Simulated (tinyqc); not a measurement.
## Voltage drop against the pad pitch

A grid of 13 by 13 nodes with segments Rx (rows) and Ry (columns); every node draws I1 and the central node kh I1; pads with resistance Rp sit at the nodes whose row and column are multiples of the pitch, counting from 0. The drops u = Vdd - V follow from G u = i, with G the conductance matrix and i the load currents, solved directly.

Parameters, values chosen for the exercise:
```
symbol,value,unit,meaning
Vdd,1,V,supply voltage
Rx,0.16,ohm,resistance of a horizontal segment
Ry,0.2,ohm,resistance of a vertical segment
Rp,0.56,ohm,resistance from a pad node to the supply
kh,5,,factor on the load at the hot node
I1,0.08,mA,load current of a node in the large grid
```

Voltage drop against the pad pitch:
columns A: pitch (nodes); B: pads; C: worst drop (mV); D: mean drop (mV); E: largest drop at a pad (mV); F: largest pad current (mA); G: worst drop over Vdd (%)
```
A     B        C        D        E       F         G
1   169  0.06514  0.04586  0.06514  0.1163  0.006514
2    49   0.1909   0.1676   0.1909  0.3409   0.01909
3    25   0.3726   0.3397   0.3597  0.6423   0.03726
4    16   0.6158   0.5466   0.5274  0.9418   0.06158
6     9    1.068    1.015   0.9842   1.757    0.1068
12    4    2.735    2.570    1.938   3.460    0.2735
```

Read the table: what changes, and by how much?

The worst drop goes from 0.0651 to 2.73 mV while the number of pads falls from 169 to 4; between the last two rows it goes as pitch^(1.36). The largest drop at a pad is 100 % of the worst drop in the first row and 70.8 % in the last; the rest falls along the wires.

Computed by the program tinyqc: `OMP_NUM_THREADS=1 python tinyqc.py 2770191 2770192 out.jsonl`, one thread of a shared Intel Xeon 2.30GHz, about 0.08 s for the whole run.
